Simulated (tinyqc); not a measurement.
Threshold-voltage variability of a planar MOSFET, analytic estimates: one step of the calculation.

Three independent sources add in quadrature: random dopants in the depleted layer, metal-gate grains of two orientations, and roughness of the two gate edges acting through the roll-off VT = VT(long) - Vr exp(-L/l). These are first-order estimates: no three-dimensional electrostatics, no percolation.

Task. Margin in standard deviations for the wanted yield. Cells fail independently with probability Q(k) = erfc(k/sqrt(2))/2 when the margin is k standard deviations, and Y = exp(-Nb Q(k)). phi = exp(-k^2/2)/sqrt(2 pi). Newton steps on ln Q(k) = ln(-ln(Y)/Nb): k(new) = k + [ln Q - ln(-ln(Y)/Nb)] Q/phi.

Inputs (values chosen for the exercise):
- Nb = 33554432 (number of cells)
- Y = 0.999 (wanted yield)

k after iteration 1 = 8.3693813

Find: Q(k); phi; k after iteration 2.

Result.

Q(k) = 2.8961e-17
phi = 2.4575e-16
k after iteration 2 = 6.7378

tinyqc, about 0.02 s, one thread, Intel Xeon 2.30GHz (shared host): `OMP_NUM_THREADS=1 python tinyqc.py 2090172 2090173 out.jsonl`
